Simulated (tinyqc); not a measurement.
Composition of the layer: band edges of strained Si(1-x)Ge(x) on relaxed Si(1-y)Ge(y).

Values are linear in the Ge fraction but for ED(x) = linear - CD x (1 - x) and a(x) = linear - Ca x (1 - x). Energies are on the common scale of Ev.

Coherent growth on a (110) face: e_par = (a(y) - a(x))/a(x), e_perp = -(C11 + 3 C12 - 2 C44)/(C11 + C12 + 2 C44) e_par; exx = eyy = (e_par + e_perp)/2, ezz = e_par, exy = (e_perp - e_par)/2, eyz = ezx = 0.

A valley with unit axis u lies at Ev + gap + (av + a_valley) tr(e) + Xu (u.e.u - tr(e)/3); the Delta axes are x, y, z and the L axes [111], [1-1-1], [-11-1], [-1-11]. The second-order shift of the Delta valleys under shear is left out; it lowers the pair normal to the sheared plane by tens of meV at a shear of 1 %.

Valence edges: Ev plus the levels of the 6 x 6 matrix of X, Y, Z times spin with -Dso/3 + l exx + m (eyy + ezz) on the diagonal (cyclic), n exy off it, l = av + 2 b, m = av - b, n = sqrt(3) d. Spin-orbit term (Dso/3) L.sigma on X, Y, Z with (L_k)_ij = -i epsilon_kij: <X+|H|Y+> = -i Dso/3, <X+|H|Z-> = Dso/3, <Y+|H|Z-> = -i Dso/3, <Z+|H|X-> = -Dso/3, <Z+|H|Y-> = i Dso/3, <X-|H|Y-> = i Dso/3, and their conjugates; + and - are the spin along z.

Parameters, chosen for this exercise (end members near Si and Ge, in this order; not measured data):
- a = (5.429, 5.66) angstrom (lattice constant)
- Dso = (0.044, 0.287) eV (spin-orbit splitting)
- av = (2.49, 1.25) eV (valence hydrostatic potential)
- b = (-2.07, -2.53) eV (tetragonal shear potential)
- d = (-4.81, -5.33) eV (trigonal shear potential)
- C11 = (163.7, 127.5) GPa
- C12 = (63.7, 48.7) GPa
- C44 = (79.3, 66.4) GPa
- Ev = (0, 0.63) eV (top of the unstrained valence band)
- ED = (1.149, 0.947) eV (gap to the Delta valleys)
- EL = (2.012, 0.725) eV (gap to the L valleys)
- aD = (1.66, 1.23) eV (hydrostatic potential of the Delta gap)
- aL = (-2.96, -2.83) eV (hydrostatic potential of the L gap)
- XuD = (9.34, 9.52) eV (uniaxial potential, Delta)
- XuL = (15.51, 15.61) eV (uniaxial potential, L)
- CD = 0.231 eV (bowing of the Delta gap)
- Ca = 0.026 angstrom (bowing of the lattice constant)
- face = 110 (growth face)
- y = 0.85 (Ge fraction of the relaxed buffer)

The buffer is kept. dEc = Ec(buffer) - Ec(layer), dEv = Ev(layer) - Ev(buffer); buffer edges Ev(y) and Ev(y) + min(ED, EL). The digit behind Delta or L counts whole valleys.

Results:
```
x     e_par (%)  lowest valleys  gap (eV)  next valleys above (meV)  valence splitting (meV)  dEc (eV)  dEv (eV)
0.30       2.35          Delta4     0.879                       165                      252     0.151    -0.111
0.40       1.94          Delta4     0.885                       136                      203     0.132    -0.099
0.50       1.52          Delta4     0.895                       106                      154     0.107    -0.085
0.60       1.09          Delta4     0.909                        76                      107     0.076    -0.067
0.70       0.66          Delta4     0.924                        46                       61     0.039    -0.044
0.80       0.22          Delta4     0.940                         6                       19    -0.005    -0.016
0.90      -0.22              L2     0.837                        34                       18     0.045     0.036
1.00      -0.67              L2     0.675                       102                       52     0.133     0.110
```

The gap is 0.879 eV in the first row and 0.675 eV in the last, with its largest listed value, 0.940 eV, at x = 0.80. The lowest valleys change: Delta4 to L2 between x = 0.80 and 0.90. Per 0.1 of x the valence offset moves by +32 meV on average; the conduction offset lies between -5 and +151 meV, not monotonically. Both carriers sit on one side for x = 0.80, 0.90 and 1.00, and on opposite sides elsewhere. Offsets below about 30 meV are within the spread of parameter sets, so those rows do not settle the type. Strains above 2 % can be kept only in layers of a few nanometres.

Computed by tinyqc, a small Python program: `OMP_NUM_THREADS=1 python tinyqc.py 1050386 1050387 out.jsonl` (the numbers bound the seed that draws the inputs); one thread of a shared host (Intel(R) Xeon(R) Processor @ 2.30GHz), about 0.01 s for the whole set of steps.
